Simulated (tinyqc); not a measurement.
Worked calculation: power iteration on a symmetric matrix. Computed by tinyqc, a small Python program that keeps every step. Settings: method = power, shift = 1.52. Command: `OMP_NUM_THREADS=1 python tinyqc.py 25715 25716 out.jsonl` (the two numbers bound the seeds that draw the settings). One thread of a shared host (Intel(R) Xeon(R) Processor @ 2.60GHz), about 0.01 s of CPU time with the checks.

## Step 1

A, lower triangle:
```
         1        2        3        4       5       6
1   0.4130
2  -0.4390   0.9130
3  -0.7000   0.0680   2.4350
4  -0.0080  -0.2550   0.2860   2.5670
5  -0.1710  -0.4790   0.0770  -0.7440  2.8660
6   0.8830  -0.6850  -0.0460  -0.5070  0.5090  3.5000
```

vector v at the start: 0.4082  0.4082  0.4082  0.4082  0.4082  0.4082

shift = 1.5200

w = (A - shift) v; v' = w/|w| with its largest component positive (the first on a tie); lambda = v'^T A v'.

vector after step 1: 0.4219  0.6558  -0.1642  0.0495  -0.1472  -0.5838

Rayleigh quotient after step 1 = 1.9369

## Step 2

As before.

vector after step 2: 0.5574  0.0673  0.1830  -0.1182  0.4589  0.6532

Rayleigh quotient after step 2 = 3.0974

## Course of the iteration

Stop when the residual |A v - lambda v| is below 1e-9.

Steps:
```
step    lambda  residual
1     1.936923  1.99e+00
2     3.097405  2.00e+00
3     3.947065  1.42e+00
4     4.296492  8.55e-01
5     4.412661  4.86e-01
6     4.449043  2.71e-01
7     4.460275  1.51e-01
8     4.463733  8.39e-02
9     4.464798  4.66e-02
10    4.465126  2.59e-02
11    4.465227  1.44e-02
12    4.465258  7.97e-03
13    4.465268  4.42e-03
14    4.465271  2.46e-03
15    4.465272  1.36e-03
16    4.465272  7.57e-04
17    4.465272  4.20e-04
18    4.465272  2.33e-04
19    4.465272  1.30e-04
20    4.465272  7.19e-05
21    4.465272  3.99e-05
22    4.465272  2.22e-05
23    4.465272  1.23e-05
24    4.465272  6.84e-06
25    4.465272  3.80e-06
26    4.465272  2.11e-06
27    4.465272  1.17e-06
28    4.465272  6.50e-07
29    4.465272  3.61e-07
30    4.465272  2.00e-07
```

all eigenvalues, for comparison: -0.1153  0.5975  2.0335  2.6794  3.0336  4.4653

Not converged in 30 steps: the residual falls only by the ratio of the two largest distances of eigenvalues from the shift, 0.56 a step.
